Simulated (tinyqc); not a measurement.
## Gate voltage for a given inversion charge

Question. p-type body, charge-sheet picture, depletion and inversion only, full ionisation (an idealisation for deep acceptors), Boltzmann statistics (rough once Na exp(x - xn) passes about Nc/7). In units of Vt: xg = (Vg - Vfb)/Vt, x = psi/Vt, G = gamma/sqrt(Vt), xn = (2 phiF + Vc)/Vt. The implicit equation is (xg - x)^2 = G^2 [x - 1 + exp(x - xn)] for x above about 3. Cox = eps0 eox/tox. ni = sqrt(Nc Nv) exp(-Eg/(2 Vt)), Eg in volts; phiF = Vt ln(Na/ni); gamma = sqrt(2 q eps0 eps_r Na)/Cox. N_inv = (Cox Vt G/q) [sqrt(x - 1 + exp(x - xn)) - sqrt(x - 1)]. Find x - xn, psi and Vg.

Values chosen for this exercise; band and dielectric values close to those of silicon:

| symbol | value | unit | meaning |
|---|---|---|---|
| T | 250 | K | temperature |
| Eg | 1.1 | eV | band gap |
| eps_r | 11.9 |  | relative permittivity |
| Nc | 2.12e19 | cm^-3 | conduction-band density of states at T |
| Nv | 1.99e19 | cm^-3 | valence-band density of states at T |
| eox | 3.9 |  | relative permittivity of the gate insulator (close to silicon dioxide) |
| tox | 4.1 | nm | insulator thickness |
| Na | 2.5e17 | cm^-3 | acceptor density |
| Vfb | -0.49 | V | flat-band voltage |
| Vc | 0.5 | V | channel-body voltage |

Constants: q = 1.602176634e-19 C, kB = 1.380649e-23 J/K, Vt = kB T/q, eps0 = 8.8541878128e-14 F/cm where lengths are in cm. Results are converted to the units shown.

N_inv = 2.6e11 cm^-2

Solution. N_inv rises steadily with x, so it fixes x; the implicit equation then gives xg directly.

x - xn = 2.832
psi = 1.471 V
Vg = 1.446 V

Program tinyqc, `OMP_NUM_THREADS=1 python tinyqc.py 2122094 2122095 out.jsonl`; Intel Xeon 2.30GHz, shared host, one thread, about 0.01 s.
